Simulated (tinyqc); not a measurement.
# Screening length from the swing

Inverse problem. In a simple model of a Schottky-barrier transistor a barrier thinner than d = 2.8 nm is transparent, so the effective barrier is pn - psi (1 - exp(-d/lam)) and the swing beyond flat band is Vt ln 10/(1 - exp(-d/lam)). Find the thermionic swing, lam, and the effective barrier at psi = 0.2 V.

Values chosen for this exercise:
```
symbol,value,unit,meaning
T,300,K,temperature
pn,0.3,eV,barrier for electrons at both contacts
```

Constants: q = 1.602176634e-19 C, kB = 1.380649e-23 J/K, Vt = kB T/q. Results are converted to the units shown.

swing in the tunnelling range = 96.132270 mV/decade

Answer. The ratio of the two swings is 1 - exp(-d/lam).

Vt ln 10 = 59.5 mV/decade
lam = 2.90 nm
effective barrier = 0.176 eV

Program tinyqc, `OMP_NUM_THREADS=1 python tinyqc.py 2390059 2390060 out.jsonl`; Intel Xeon 2.30GHz, shared host, one thread, about 0.2 s.
